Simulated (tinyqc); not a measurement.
Gas flow in a process chamber: flow regimes, conductance, effective pumping speed, pump-down, outgassing and purge: one step, computed by the program tinyqc.

Ideal gas, isothermal flow, a pump of constant speed at the end of a round pipe; process gas, volume gas and outgassing are given the same properties. 1 sccm = 101325 Pa x 1e-6 m^3/60 s x T/273.15 K.

Question. Purging a well-mixed chamber. With steady flow a contaminant decays as exp(-t/residence time); gas used = flow x time.

Inputs (values chosen for the exercise, modelled on oxygen near room temperature): temperature T = 293 K; process gas flow = 54 sccm.

residence time = 0.3676771 s

Give: time to dilute 1e3 times; time to dilute 1e6 times; gas used for 1e6.

Answer.

time to dilute 1e3 times = 2.5398 s

time to dilute 1e6 times = 5.0796 s

gas used for 1e6 = 4.5717 standard cm^3
